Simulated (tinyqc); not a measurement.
Worked calculation: sheet resistance of a shallow doped layer with concentration-dependent mobility and limited activation. Computed by tinyqc, a small Python program that keeps every step. Command: `OMP_NUM_THREADS=1 python tinyqc.py 3024529 3024530 out.jsonl irvin walk`. One thread of a shared host (Intel(R) Xeon(R) Processor @ 2.30GHz), about 0.01 s of CPU time with the checks. Intermediate numbers are printed to about 7 digits and carried at full precision; extremes and crossings named in words are read from the listed rows.

A layer of one dopant lies in a background of the opposite type. Current flows parallel to the surface down to the junction; depletion is ignored.

Inputs (values chosen for the exercise, modelled on arsenic in silicon):

| quantity | value | unit |
|---|---|---|
| surface concentration C_s | 2.5e+20 | 1/cm^3 |
| length l | 160 | nm |
| background C_B | 1.1e+16 | 1/cm^3 |
| mobility floor mu_min | 52.1 | cm^2/(V s) |
| mobility mu_max | 1420 | cm^2/(V s) |
| reference density N_r | 1.03e+17 | 1/cm^3 |
| exponent alpha | 0.698 | - |
| prefactor of the active limit | 2.3e+22 | 1/cm^3 |
| energy of the active limit | 0.461 | eV |
| anneal temperature T | 750 | C |

Profile: erfc.

Constants: k_B = 8.617333262e-05 eV/K; e = 1.602176634e-19 C.

## Active limit and depths

C(x) = C_s erfc(x/l). Temperatures in kelvin are T(C) + 273.15. Active limit C_a = prefactor x exp(-energy/(k_B T)); the junction lies where C = C_B, and the profile exceeds C_a down to x_a (zero if C_s is below C_a). Slope at the junction in nm per decade = ln(10) C/|dC/dx|.

active limit C_a = 1.232987e+20 1/cm^3

junction depth x_j = 462.2108 nm

depth x_a = 77.52566 nm

abruptness at the junction = 60.48347 nm/decade

## Local values

Active density N = min(C, C_a); carriers n = N - C_B; mobility mu = mu_min + (mu_max - mu_min)/(1 + ((N + C_B)/N_r)^alpha). Conductivity e n mu. Depths are 0, 0.2, 0.4, 0.6, 0.8 and 0.95 of x_j.

Along the depth:

| x (nm) | C (1/cm^3) | N (1/cm^3) | mu (cm^2/(V s)) | conductivity (S/cm) |
|---|---|---|---|---|
| 0.0000 | 2.500000e+20 | 1.232987e+20 | 61.7477 | 1.219694e+03 |
| 92.4422 | 1.034705e+20 | 1.034705e+20 | 62.9935 | 1.044183e+03 |
| 184.8843 | 2.555621e+19 | 2.555621e+19 | 80.6298 | 3.300010e+02 |
| 277.3265 | 3.559095e+18 | 3.559095e+18 | 158.3048 | 8.999116e+01 |
| 369.7687 | 2.704661e+17 | 2.704661e+17 | 505.4743 | 2.101310e+01 |
| 439.1003 | 2.599255e+16 | 2.599255e+16 | 970.5795 | 2.331402e+00 |

## Sheet resistance

Integrals from 0 to x_j, where C = C_B (Gauss-Legendre, 60 points on each smooth piece; 1 nm = 1e-7 cm): dose int C dx, carriers int n dx, mean mobility int n mu dx/int n dx, R_s = 1/(e int n mu dx).

chemical dose = 2.256731e+15 1/cm^2

sheet carrier density = 1.783994e+15 1/cm^2

mean mobility = 67.34094 cm^2/(V s)

sheet resistance R_s = 51.95378 ohm/square

carriers per dopant atom = 0.7905213

product R_s x_j = 24013.60 ohm nm

A box at the active limit as deep as x_j would give 17.7 ohm/square, the least this anneal allows at that depth. Clipping at C_a leaves 21 % of the dose without carriers (compensation included).

## Raising the surface concentration at fixed length

The last column drops the active limit.

Layers:

| C_s (1/cm^3) | x_j (nm) | dose (1/cm^2) | mean mu (cm^2/(V s)) | R_s (ohm/square) | R_s if all active |
|---|---|---|---|---|---|
| 1.00e+18 | 287.6735 | 8.987335e+12 | 396.2569 | 1816.557 | 1816.557 |
| 3.00e+18 | 328.7198 | 2.704502e+13 | 250.3962 | 934.158 | 934.158 |
| 1.00e+19 | 369.2360 | 9.023729e+13 | 151.6556 | 458.146 | 458.146 |
| 3.00e+19 | 403.1053 | 2.707802e+14 | 102.5431 | 225.153 | 225.153 |
| 1.00e+20 | 437.5468 | 9.026745e+14 | 75.2181 | 91.975 | 91.975 |
| 2.00e+20 | 456.3153 | 1.805379e+15 | 68.2911 | 57.407 | 51.853 |
| 5.00e+20 | 480.1042 | 4.513490e+15 | 65.6170 | 41.246 | 23.060 |
| 1.00e+21 | 497.4095 | 9.027007e+15 | 64.7115 | 35.040 | 12.128 |
| 2.00e+21 | 514.1800 | 1.805404e+16 | 64.1510 | 30.901 | 6.268 |

R_s falls as C_s^-0.61 between the first rows and as C_s^-0.18 between the last. Below C_a = 1.2e20 the exponent is set by the mobility, which drops from 396 towards mu_min. Above C_a extra dose only widens the clipped region: in the last row R_s is 4.93 times the fully active value. Caution: in rows with more than about 2e20 active atoms per cm^3 measured mobilities fall further than this form.

Checks made by the program: sheet conductance against adaptive quadrature (relative difference below 1e-10).
